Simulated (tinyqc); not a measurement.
Ballistic transport through the one-dimensional subbands of a rectangular nanowire or nanosheet channel: one step, computed by the program tinyqc. Command: `OMP_NUM_THREADS=1 python tinyqc.py 3012590 3012591 out.jsonl wire walk`. One thread of a shared host (Intel(R) Xeon(R) Processor @ 2.30GHz), about 0.02 s of CPU time with the checks.

Hard walls, parabolic subbands, transport along x. Energies are counted from the bulk conduction band edge at the top of the barrier, which the gate pulls down by U; the source Fermi level lies at the bulk edge when U = 0.

Question. Conductance, capacitance and scattering. Linear conductance G = (2 e^2/h) sum_i g f(eta_i), g = 2, f = 1/(1 + exp(-eta_i)), with the barrier frozen at the eta_i above; current per perimeter I/(2(a + b)); with scattering, transmission lambda/(lambda + L) and low-bias resistance (1 + L/lambda)/G.

Inputs (values chosen for the exercise, modelled on silicon):

| quantity | value | unit |
|---|---|---|
| height a | 3.6 | nm |
| width b | 4.1 | nm |
| temperature T | 300 | K |
| mean free path for back-scattering lambda | 140 | nm |
| channel length L | 100 | nm |

Valleys: silicon [100] wire.

Occupation:

| subband | eta_i | n_i (1/nm) | I_i (microampere) |
|---|---|---|---|
| 1 | 5.69809 | 5.374923e-01 | 2.284037e+01 |
| 2 | 4.62369 | 4.799839e-01 | 1.856198e+01 |
| 3 | 2.05019 | 3.008681e-01 | 8.698240e+00 |
| 4 | 1.81127 | 2.804590e-01 | 7.862544e+00 |
| 5 | 1.00702 | 4.599668e-01 | 5.281588e+00 |
| 6 | -2.87610 | 1.098103e-02 | 2.196269e-01 |
| 7 | -4.02965 | 3.557276e-03 | 7.060445e-02 |
| 8 | -7.96436 | 7.040507e-05 | 1.392408e-03 |
| 9 | -9.43842 | 1.612542e-05 | 3.188964e-04 |
| 10 | -11.61226 | 1.834191e-06 | 3.627243e-05 |

ballistic current I = 63.53669 microampere

Constants: e = 1.602176634e-19 C; h = 6.62607015e-34 J s.

Give: open modes sum g f; ballistic conductance; current per perimeter; transmission; low-bias resistance with scattering.

Answer.

open modes sum g f = 9.0722

ballistic conductance = 702.92 microsiemens

current per perimeter = 4125.8 microampere/micrometre

transmission = 0.58333

low-bias resistance with scattering = 2.4388 kiloohm

Even without scattering the wire has h/(2 e^2 M) = 1.42 kiloohm, which sits in the contacts.
